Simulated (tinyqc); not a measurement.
The 3-omega method: a line heater on a substrate with a thin film: one step, computed by the program tinyqc. Command: `OMP_NUM_THREADS=1 python tinyqc.py 3002572 3002573 out.jsonl threeomega walk`. One thread of a shared host (Intel(R) Xeon(R) Processor @ 2.30GHz), about 0.01 s of CPU time with the checks.

A current at angular frequency omega = 2 pi f heats the line at 2 omega with the amplitude P per length; the temperature swing Delta T at 2 omega gives a voltage at 3 omega. The substrate is taken as semi-infinite and isotropic, and the heat capacity of heater and film is left out.

Problem. The film adds a constant step. One-dimensional flow across the film: Delta T_f = P (t/kappa_f + R_i)/(2 b); total in-phase swing Delta T = Delta T_s + Delta T_f; third-harmonic amplitude V_3 = V_1 beta |Delta T|/2 with the out-of-phase part included; the apparent film conductivity is t/(t/kappa_f + R_i).

Inputs (values chosen for the exercise, modelled on polycrystalline aluminium nitride on silicon): substrate conductivity kappa = 152 W/(m K); heater half-width b = 7.9 micrometre; power amplitude per length P = 13 W/m; film thickness t = 85 nm; film conductivity kappa_f = 30 W/(m K); interface resistance R_i = 37 m^2 K/GW; temperature coefficient of resistance beta = 3.7 1e-3/K; voltage amplitude V_1 = 2 V.

in-phase Delta T_s = 0.1085915 K

out-of-phase Delta T_s = -0.02134143 K

Give: Delta T_f; total in-phase swing; V_3; apparent film conductivity; film share of the in-phase swing.

Solution.

Delta T_f = 0.03277 K

total in-phase swing = 0.1414 K

V_3 = 0.5290 mV

apparent film conductivity = 2.134 W/(m K)

film share of the in-phase swing = 0.2318

The interface lowers the apparent conductivity by 93 %. The film gives a large part of the signal. Caution: the penetration depth exceeds a fifth of the substrate thickness, so the back face is felt and the semi-infinite formula fails. Caution: the film does not conduct much worse than the substrate, so heat spreads in it and the one-dimensional step is only approximate, and wrong once kappa_f nears or exceeds kappa.
